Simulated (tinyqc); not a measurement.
# Modulation-doped quantum well, Poisson-Schroedinger loop: effect of the applied field along z

A well of width L centred at z = 0 between barriers Vb; effective-mass electrons, parabolic bands. The electrons come from donor sheets outside the mesh, a share fL of Ns on the left and the rest on the right, so the structure is neutral. Energies are counted from the band edge of the well, with U = 0 on the first node in the Hartree part.

Schroedinger equation -C d/dz (1/m) dpsi/dz + (V0 + U) psi = E psi, C = hbar^2/(2 m0), on a fine mesh (400 intervals across the well) with hard walls 2.555 nm outside the well edges (to within half a fine step); the lowest 3 levels are kept. V0 = 0 in the well and Vb outside, plus q Fz z (1 kV/cm = 1e-4 eV/nm). N_k = D Vt ln(1 + exp((EF - E_k)/Vt)), D = md m0 q/(pi hbar^2), sum N_k = Ns; n = sum N_k |psi_k|^2. dU/dz = q (fL Ns - integral of n from the left)/(eps0 eps_r). The loop is converged to 1e-9 eV; shares under 0.001 % are printed as 0.

Parameters, values chosen for the exercise; material values close to those of In0.53Ga0.47As in InAlAs:

| symbol | value | unit | meaning |
|---|---|---|---|
| T | 20 | K | temperature |
| mw | 0.0419 | m0 | mass along z in the well |
| mb | 0.0737 | m0 | mass along z in the barriers |
| md | 0.0419 | m0 | in-plane mass |
| Vb | 0.505 | eV | barrier height |
| eps_r | 14.1 |  | relative permittivity (all layers) |
| L | 6.57 | nm | well width |
| Ns | 2.3e12 | cm^-2 | sheet density of electrons |
| fL | 1 |  | share of the donors on the left side |

Constants: q = 1.602176634e-19 C, kB = 1.380649e-23 J/K, hbar = 1.054571817e-34 J s, m0 = 9.1093837015e-31 kg, Vt = kB T/q, eps0 = 8.8541878128e-14 F/cm where lengths are in cm, hbar^2/(2 m0) = 0.0380998212 eV nm^2. Results are converted to the units shown.

The same in every row: EF - E1 (meV) = 131; share of E2 (%) = 0.

Effect of the applied field along z:

| Fz (kV/cm) | E2 - E1 (meV) | centroid (nm) | charge in the barriers (%) | range of U in the well (meV) |
|---|---|---|---|---|
| -60 | 263 | -0.195 | 6.04 | 91.4 |
| -45 | 263 | -0.229 | 6.08 | 90.4 |
| -30 | 264 | -0.262 | 6.11 | 89.5 |
| -15 | 264 | -0.295 | 6.16 | 88.6 |
| 0 | 265 | -0.328 | 6.21 | 87.6 |
| 15 | 265 | -0.361 | 6.27 | 86.7 |
| 30 | 266 | -0.393 | 6.33 | 85.8 |

What does the comparison show?

As Fz goes from -60 to 30, E2 - E1 rises from 263 to 266 meV, EF - E1 stays at 131 meV and the share of E2 stays at 0 %. EF stays below E2 throughout. The centroid falls from -0.195 to -0.393 nm. In every row E2 or EF lies over 150 meV above E1, where non-parabolicity matters for so light a mass.

Numbers from tinyqc (`OMP_NUM_THREADS=1 python tinyqc.py 2140016 2140017 out.jsonl`; about 0.2 s on one thread of a shared Intel Xeon 2.30GHz).
